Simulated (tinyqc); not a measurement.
## Avrami exponent and activation energy from three anneals

Inverse problem. Isothermal crystallisation follows X = 1 - exp(-(k t)^n) with k proportional to exp(-Ec q/(kB T)). Find n, k at both temperatures and Ec.

Constants: q = 1.602176634e-19 C, kB = 1.380649e-23 J/K. Results are converted to the units shown.

X at (412 K, 890 s), (412 K, 1780 s) and (432 K, 34 s): [0.19719541, 0.82746437, 0.40061366]

Solution. -ln(1 - X) = (k t)^n: the two times give n, and the two rates give Ec.

n = 3.00
k at 412 K = 6.78e-4 1/s
k at 432 K = 0.0235 1/s
Ec = 2.72 eV

tinyqc, about 0.03 s, one thread, Intel Xeon 2.30GHz (shared host): `OMP_NUM_THREADS=1 python tinyqc.py 2490017 2490018 out.jsonl`
